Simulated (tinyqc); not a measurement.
Inside a calculation. Model: minority-electron transport through the base of a bipolar transistor (Moll-Ross and Kroemer integrals). Computed by tinyqc, a small Python program that keeps every step. Command: `OMP_NUM_THREADS=1 python tinyqc.py 3011765 3011766 out.jsonl base walk`. One thread of a shared host (Intel(R) Xeon(R) Processor @ 2.30GHz), about 0.01 s of CPU time with the checks. Intermediate numbers are printed to about 7 digits and carried at full precision; extremes and crossings named in words are read from the listed rows.

Low injection, one dimension, x from the emitter edge (0) to the collector edge (W), s = x/W. Recombination is treated as a small correction (valid for tau_B well below tau_n), computed from the stored charge.

Inputs (values chosen for the exercise, modelled on silicon):

| quantity | value | unit |
|---|---|---|
| intrinsic density n_i at the emitter edge | 1e+10 | 1/cm^3 |
| base doping at the emitter edge N_0 | 2.1e+18 | 1/cm^3 |
| base width W | 150 | nm |
| mu_min | 220 | cm^2/(V s) |
| mu_max | 1340 | cm^2/(V s) |
| N_ref | 8.1e+16 | 1/cm^3 |
| saturation velocity v_s | 0.93 | 1e7 cm/s |
| electron lifetime tau_n | 3.3 | ns |
| emitter Gummel number G_E | 5.9e+13 | s/cm^4 |
| base-emitter voltage V_BE | 0.73 | V |
| temperature T | 300 | K |
| doping ratio N_0/N(W) | 12 | - |
| gap narrowing across the base dE_g | 20 | meV |

Base doping profile: Gaussian. Gap grading: linear. Exit of the base: infinite sink.

Constants: k_B = 8.617333262e-05 eV/K; e = 1.602176634e-19 C.

## Profile and built-in field

N(x) = N_0 (ratio)^(-s^2); n_i(x)^2 = n_i^2 exp(s dE_g/k_B T); D(x) = (k_B T/e) mu, mu = mu_min + (mu_max - mu_min)/(1 + (N/N_ref)^0.7). Field that drives electrons towards the collector, averaged over the base: (k_B T/e) ln[N_0 n_i(W)^2/(N(W) n_i^2)]/W.

Across the base:

| s | N (1/cm^3) | n_i(x)^2/n_i^2 | D (cm^2/s) | y (s/cm^5) |
|---|---|---|---|---|
| 0.0 | 2.100000e+18 | 1.000000 | 8.37743 | 2.506735e+17 |
| 0.2 | 1.901306e+18 | 1.167339 | 8.55208 | 1.904509e+17 |
| 0.4 | 1.411076e+18 | 1.362681 | 9.13777 | 1.133224e+17 |
| 0.6 | 8.584481e+17 | 1.590710 | 10.34255 | 5.217892e+16 |
| 0.8 | 4.280981e+17 | 1.856899 | 12.56933 | 1.834184e+16 |
| 1.0 | 1.750000e+17 | 2.167630 | 16.35318 | 4.936858e+15 |

drift factor eta (potential drop in k_B T/e) = 3.258541

mean built-in field = 5.615987 kV/cm

## Collector current and transit time

With y(x) = N n_i^2/(D n_i(x)^2): base Gummel number G_B = int_0^W y dx; J_C = e n_i^2 exp(e V_BE/k_B T)/G_B; n(x) = (J_C/e)(n_i(x)^2/(N n_i^2)) [int_x^W y dx]; transit time tau_B = (e/J_C) int n dx; trapezoid rule on 401 even points.

base Gummel number G_B = 1.498219e+12 s/cm^4

collector current density J_C = 19.61531 A/cm^2

base transit time tau_B = 4.788837 ps

share of the exit term in G_B = 0 %

mean velocity W/tau_B = 0.3132285 1e7 cm/s

Plain diffusion with the D of the emitter edge would take W^2/(2D) = 13.4 ps, 2.80 times the result.

## Gain and speed

Emitter-limited gain beta_E = G_E/G_B; recombination-limited gain beta_R = tau_n/tau_B; 1/beta = 1/beta_E + 1/beta_R; f_T from the base alone = 1/(2 pi tau_B).

beta_E = 39.38008

beta_R = 689.1027

current gain beta = 37.25128

f_T from the base alone = 33.23457 GHz

The gain is limited mainly by hole injection into the emitter (95 % of the base current).

## What grading buys

The formulas are those given above.

The same base with other gradings:

| dE_g (meV) | dE_g/k_B T | G_B (s/cm^4) | J_C gain | tau_B (ps) | speed gain |
|---|---|---|---|---|---|
| 0 | 0.00000 | 1.876846e+12 | 1.000000 | 5.595289 | 1.000000 |
| 25 | 0.96704 | 1.422172e+12 | 1.319704 | 4.618461 | 1.211505 |
| 50 | 1.93409 | 1.120984e+12 | 1.674285 | 3.907869 | 1.431800 |
| 75 | 2.90113 | 9.127820e+11 | 2.056182 | 3.374133 | 1.658290 |
| 100 | 3.86817 | 7.632530e+11 | 2.459008 | 2.961840 | 1.889126 |
| 150 | 5.80226 | 5.672642e+11 | 3.308592 | 2.371772 | 2.359117 |
| 200 | 7.73635 | 4.472880e+11 | 4.196057 | 1.973222 | 2.835610 |
| 300 | 11.60452 | 3.111793e+11 | 6.031397 | 1.473337 | 3.797699 |

At 100 meV J_C rises by a factor 2.46 and the transit is 1.89 times faster; at 300 meV the factors are 6.03 and 3.80. For a uniform base without exit term both tend to be linear in dE_g/k_B T, J_C as x/(1 - exp(-x)) and the speed as x/2. From 300 meV on the mean velocity W/tau_B exceeds v_s, so those speed gains are overstated.

Checks made by the program: Gummel integral against a 60-point Gauss rule (relative difference 2e-07).
